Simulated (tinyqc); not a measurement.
Rutherford backscattering from a thin compound film on silicon: kinematics, yields, composition and thickness. Changing the tilt of the sample. Computed by tinyqc, a small Python program. Command: `OMP_NUM_THREADS=1 python tinyqc.py 3004390 3004391 out.jsonl rbs sweep`. One thread of a shared host (Intel(R) Xeon(R) Processor @ 2.30GHz), about 0.01 s of CPU time with the checks.

Singly charged helium ions (Z1 = 2, M1 = 4.0026 u) enter at the tilt angle a1 to the normal and leave at a2 = |180 - theta - tilt| in the same plane. The film is A B_x.

Inputs (values chosen for the exercise, modelled on a helium beam on SiGe):

| quantity | value | unit |
|---|---|---|
| beam energy E0 | 1.7 | MeV |
| scattering angle theta | 150 | degrees |
| heavy element: Z_A | 32 | - |
| heavy element: mass M_A | 72.6 | u |
| heavy element: stopping eps_A at 2 MeV | 71.1 | 1e-15 eV cm^2 |
| light element: Z_B | 14 | - |
| light element: mass M_B | 28.09 | u |
| light element: stopping eps_B at 2 MeV | 50.9 | 1e-15 eV cm^2 |
| atoms of B per atom of A, x | 3 | - |
| atomic density of the film | 49.4 | 1/nm^3 |
| film thickness d | 40 | nm |
| collected charge | 13 | microcoulomb |
| detector solid angle | 2.6 | msr |
| detector resolution (FWHM) | 17 | keV |

Constants: e^2/(4 pi eps_0) = 14.39964548 eV angstrom; e = 1.602176634e-19 C.

Method:
- Kinematic factor K = [(sqrt(M^2 - M1^2 sin^2 theta) + M1 cos theta)/(M + M1)]^2.
- Surface edges lie at K E0; substrate silicon has M = 28.09 u. Mass resolution at M_A = resolution/(E0 dK/dM).
- Stopping per atom eps(E) = eps(2 MeV) (E/2 MeV)^(-0.4) (a law chosen for the exercise); Bragg rule eps_film = (eps_A + x eps_B)/(1 + x); areal density N d, with 1/nm^2 = 0.1 x 1e15/cm^2.
- Width of the signal of element i: [K_i eps(E0)/cos a1 + eps(K_i E0)/cos a2] N d; depth resolution = resolution x d/width of A; energy lost on the way in = eps(E0) N d/cos a1.
- Rutherford cross section in the laboratory frame: sigma = (Z1 Z e^2/(4 pi eps_0 4E))^2 (4/sin^4 theta) (r + cos theta)^2/r, r = sqrt(1 - (M1 sin theta/M)^2), times the screening factor 1 - 0.049 Z1 Z^(4/3)/E (E in keV); 1 angstrom^2 = 1e8 barn.
- Counts = (charge/e) x solid angle x sigma(E_mean) x areal density of the element/cos a1, E_mean = E0 - half the energy lost on the way in; 1 barn = 1e-24 cm^2. The ratio of areas returns x = (Y_B/Y_A)(sigma_A/sigma_B), with the counting error sqrt(1/Y_A + 1/Y_B).

One run for each value:

| tilt of the sample (degrees) | depth resolution (nm) | counting error of x without background (%) | energy lost on the way in (keV) |
|---|---|---|---|
| 0 | 27.87 | 1.128 | 11.80 |
| 15 | 29.30 | 1.109 | 12.21 |
| 30 | 28.45 | 1.050 | 13.62 |
| 45 | 25.33 | 0.948 | 16.69 |
| 55 | 22.02 | 0.852 | 20.57 |
| 65 | 17.73 | 0.730 | 27.92 |
| 70 | 15.18 | 0.656 | 34.50 |
| 75 | 12.31 | 0.568 | 45.59 |
| 80 | 9.04 | 0.462 | 67.94 |

Over the rows, depth resolution (nm) goes from 27.9 through a maximum among these rows, 29.3 at 15.0, to 9.04; counting error of x without background (%) falls from 1.13 to 0.462; energy lost on the way in (keV) rises from 11.8 to 67.9. Tilting lengthens the inward path at once but shortens the outward one up to 180 - theta, so only large tilts clearly sharpen the depth scale, until roughness and straggling (left out) take over.

Caution (all rows): the silicon signal of the film merges with that of the substrate, so only the width of A can be read directly. Caution (all rows): film and substrate silicon overlap, so Y_B must be separated by a fit.

Extremes, crossings and ranges named in words are read from the listed rows.
